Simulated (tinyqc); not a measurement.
# Worked calculation: frequency dispersion of an accumulation capacitance by border traps, distributed model

Computed by the program tinyqc: `OMP_NUM_THREADS=1 python tinyqc.py 2202180 2202181 out.jsonl`, one thread of a shared Intel Xeon 2.30GHz, about 0.4 s for the whole run. Printed values are rounded.

Traps spread evenly through the insulator exchange electrons with the semiconductor by tunnelling, with tau(x) = t0 exp(2 ka x) at depth x from the interface. The admittance per area Y seen at depth x obeys dY/dx = -Y^2/(i w eps0 eox) + q Nb ln(1 + i w tau)/tau, with Y(0) = i w Cs and w = 2 pi f; the gate sees Y(tox) = G + i w C. Working variable y = Y/(i w), in uF/cm^2. Cox = eps0 eox/tox.

Parameters, values chosen for the exercise; permittivity close to that of hafnium oxide:
- eox = 18.2 (relative permittivity of the insulator)
- tox = 4.4 nm (insulator thickness)
- Cs = 7.7 uF/cm^2 (semiconductor capacitance in accumulation)
- Nb = 3.4e19 cm^-3 eV^-1 (density of border traps)
- ka = 5.6 1/nm (decay constant of the wave function in the insulator)
- t0 = 2e-10 s (time constant of a trap at the interface)
- f = 100 Hz (frequency)
- xe = 1.9 nm (depth down to which the steps are taken)

Constants: q = 1.602176634e-19 C, eps0 = 8.8541878128e-14 F/cm where lengths are in cm. Results are converted to the units shown.

## Scales and lumped estimate

Cox; trap-free value 1/(1/Cox + 1/Cs); response depth d = ln(1/(w t0))/(2 ka), where w tau = 1; lumped estimate: all traps within d act as C_bt = q Nb d placed at d/2, so C = 1/{1/[1/(1/Cs + d/(2 eps0 eox)) + C_bt] + (tox - d/2)/(eps0 eox)}.

Cox = 3.662414 uF/cm^2
trap-free C = 2.481919 uF/cm^2
d = 1.418719 nm
C_bt = 0.7728332 uF/cm^2
lumped C = 2.615652 uF/cm^2

The traps within reach amount to 0.100 Cs and lie in the first 32.2 % of the insulator.

## Midpoint steps through the active depth

In terms of y: dy/dx = -y^2/(eps0 eox) + s(x), s = q Nb ln(1 + z)/z, z = i w tau. 10 midpoint steps of h = xe/10: y_half = y + (h/2) y'(x, y), y(new) = y + h y'(x + h/2, y_half).

x, point 0 to 10 (nm): [0, 0.19, 0.38, 0.57, 0.76, 0.95, 1.14, 1.33, 1.52, 1.71, 1.9]
s, point 0 to 10 (uF/(cm^2 nm)): [0.5447401+0.0000000i, 0.5447401-0.0000003i, 0.5447401-0.0000024i, 0.5447401-0.0000203i, 0.5447400-0.0001702i, 0.5447351-0.0014297i, 0.5443876-0.0119955i, 0.5217177-0.0944994i, 0.2206923-0.2073680i, 0.0319725-0.0680767i, 0.0038909-0.0133909i]
y, point 0 to 10 (uF/cm^2): [7.700000+0.000000i, 7.157464+0.000000i, 6.698444+0.000000i, 6.305987-0.000001i, 5.967403-0.000012i, 5.673007-0.000102i, 5.415279-0.000859i, 5.187761-0.007174i, 4.962810-0.042239i, 4.703587-0.060777i, 4.458850-0.059802i]

## Capacitance and conductance at the gate

y at xe = 4.458850-0.059802i uF/cm^2

Beyond xe the traps are ignored, so 1/y(tox) = 1/y(xe) + (tox - xe)/(eps0 eox); C = Re y, G/w = -Im y, loss tangent G/(w C).

y at the gate = 2.635774-0.020895i uF/cm^2
C = 2.635774 uF/cm^2
G/w = 0.02089465 uF/cm^2
loss tangent = 0.007927329

A fine integration over the whole insulator gives C = 2.6341 and G/w = 0.02131 uF/cm^2; the coarse G/w is 2.0 % below that. The fine C is 6.1 % above the trap-free value, and the lumped estimate is 0.70 % below the fine result.
